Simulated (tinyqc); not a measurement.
Energy against buckling: buckled dimers of a reconstructed (001) surface, two dangling bonds a dimer.

In a dimer one atom moves up by z and the other down by z; the dangling bond of the up atom (more s-like) falls by gm z and that of the down atom rises by gm z. With all dimers tilted alike: H(k) = [[-gm z - 2 ta cos k, -tp - 2 tx cos k], [., gm z - 2 ta cos k]], k along the row in 1/a. Two electrons a dimer fill the lowest N of the 2N levels on the mesh k_j = (j + 1/2) pi/N. Total energy a dimer: W(z) = (2/N) sum of the filled levels + kf z^2. Repulsion between electrons is left out.

Values chosen for the exercise (of the size met on diamond (001); not measured data):
- tp = 0.94 eV (pi coupling inside a dimer)
- ta = 0.09 eV (coupling between like atoms along the row)
- tx = 0.08 eV (diagonal coupling along the row)
- gm = 2.34 eV/angstrom (shift of a dangling bond with height)
- kf = 7.9 eV/angstrom^2 (force constant of buckling)
- N = 12 (k points)

W relative to z = 0; gap as lowest upper less highest lower level on 201 points from 0 to pi.

Per dimer (eV):
```
z (angstrom)  band energy  elastic       W     gap
0.00               0.0000   0.0000  0.0000  1.5200
0.05              -0.0147   0.0198  0.0050  1.5349
0.10              -0.0582   0.0790  0.0208  1.5790
0.15              -0.1284   0.1777  0.0494  1.6500
0.20              -0.2226   0.3160  0.0934  1.7450
0.30              -0.4703   0.7110  0.2407  1.9943
0.40              -0.7779   1.2640  0.4861  2.3027
0.50              -1.1269   1.9750  0.8481  2.6521
0.60              -1.5045   2.8440  1.3395  3.0297
```

No row lies below the flat dimer. The band energy falls as z^2 at first and linearly, as -2 gm z, once gm z is far above tp, so the elastic term always wins at large z. The gap is open at all z.

Program tinyqc; command `OMP_NUM_THREADS=1 python tinyqc.py 1452270 1452271 out.jsonl`; about 0.02 s on one thread of a shared Intel(R) Xeon(R) Processor @ 2.30GHz.
